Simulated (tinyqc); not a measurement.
Resistance of a source-drain extension with a graded tip: one step of the calculation.

y runs along the channel, the gate covers y > 0. The doping is N0 for y < y0 and N0 10^(-(y - y0)/la) beyond, uniform over the depth xj. Sheet conductance s(y) = q mu(N) max(N - Nch, 0) xj + (for y > 0) ma Cox Vo, with mu(N) = u0 + (u1 - u0)/(1 + (N/Nr)^au) and Cox = eps0 eox/tox. Current is taken as one-dimensional; depletion of the tip, spreading and the contact are left out. The metallurgical junction lies at yj, where N = Nch.

Question. Sheet resistances and junction position. yj = y0 + la log10(N0/Nch); sheet resistance of the full extension 1/[q mu(N0)(N0 - Nch) xj] and of the gate-induced layer 1/(ma Cox Vo); metallurgical length Lg - 2 yj; ye is where the doped and the gate-induced conductances are equal.

Parameters, values chosen for the exercise; mobility law close to that of holes in silicon:
- eox = 25.6 (relative permittivity of the gate insulator (close to zirconium oxide))
- tox = 9.3 nm (insulator thickness)
- N0 = 1.7e20 cm^-3 (active doping of the extension far from the gate)
- la = 4.1 nm/decade (lateral abruptness)
- y0 = -0.3 nm (position under the gate where the fall begins (gate edge at 0))
- xj = 24 nm (depth of the extension)
- Nch = 1.5e18 cm^-3 (channel doping)
- Vo = 0.84 V (gate overdrive)
- ma = 92 cm^2/(V s) (mobility of the gate-induced layer)
- u1 = 470.5 cm^2/(V s) (mobility at low doping)
- u0 = 44.9 cm^2/(V s) (mobility at high doping)
- Nr = 2.23e17 cm^-3 (reference doping)
- au = 0.719 (exponent)
- Lg = 45 nm (gate length)

Constants: q = 1.602176634e-19 C, eps0 = 8.8541878128e-14 F/cm where lengths are in cm. Results are converted to the units shown.

Give: yj; sheet resistance of the extension; sheet resistance of the induced layer; metallurgical length; ye; N at ye.

Answer.

yj = 8.123 nm
sheet resistance of the extension = 318.4 ohm/square
sheet resistance of the induced layer = 5309 ohm/square
metallurgical length = 28.75 nm
ye = 5.134 nm
N at ye = 8.035e18 cm^-3

The gate takes over 2.99 nm before the junction, where N is still 5.36 times the channel doping.

Computed by the program tinyqc: `OMP_NUM_THREADS=1 python tinyqc.py 2282091 2282092 out.jsonl`, one thread of a shared Intel Xeon 2.30GHz, about 0.03 s for the whole run.
